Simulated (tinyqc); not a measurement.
Transistor under a ferroelectric capacitor (negative capacitance), static model: one step of the calculation.

A ferroelectric film of thickness tf lies between the gate and an inner metal at potential v, which drives an ordinary transistor. One domain, P = Q (background permittivity neglected): Vg = v + tf (2 al Q + 4 be Q^3), al = -3 sqrt(3) Ec/(4 Pr), be = 3 sqrt(3) Ec/(8 Pr^3). Gate charge Q(v) = Qi + Cp v with the channel charge Qi = Cox n Vt ln(1 + exp((v - VT)/(n Vt))). Q in uC/cm^2, E in kV/cm; 1 nm times 1 kV/cm is 1e-4 V. Domains, leakage and the switching time are left out.

Question. Inner potential by Newton steps. f = v + tf (2 al Q + 4 be Q^3) - Vg, f' = 1 + C tf (2 al + 12 be Q^2) with C = Cox/(1 + exp(-(v - VT)/(n Vt))) + Cp; v(new) = v - f/f'.

Inputs (values chosen for the exercise); Pr and Ec close to those of hafnium oxide based films:
- T = 350 K (temperature)
- Cox = 3.7 uF/cm^2 (capacitance of the inner oxide)
- Cp = 0.53 uF/cm^2 (overlap capacitance per gate area)
- VT = 0.42 V (threshold of the inner transistor)
- n = 1.17 (subthreshold factor of the inner transistor)
- tf = 5.1 nm (ferroelectric thickness)
- Vg = 0.63 V (gate voltage)

Constants: q = 1.602176634e-19 C, kB = 1.380649e-23 J/K, Vt = kB T/q. Results are converted to the units shown.

v at the start = 0.63 V
al = -86.602540 kV cm/uC
be = 0.19245009 kV cm^5/uC^3

Give: Q; f; f'; v after iteration 1.

Answer.

Q = 1.111 uC/cm^2
f = -0.09762 V
f' = 0.6333
v after iteration 1 = 0.7841 V

Program tinyqc, `OMP_NUM_THREADS=1 python tinyqc.py 2860023 2860024 out.jsonl`; Intel Xeon 2.30GHz, shared host, one thread, about 0.02 s.
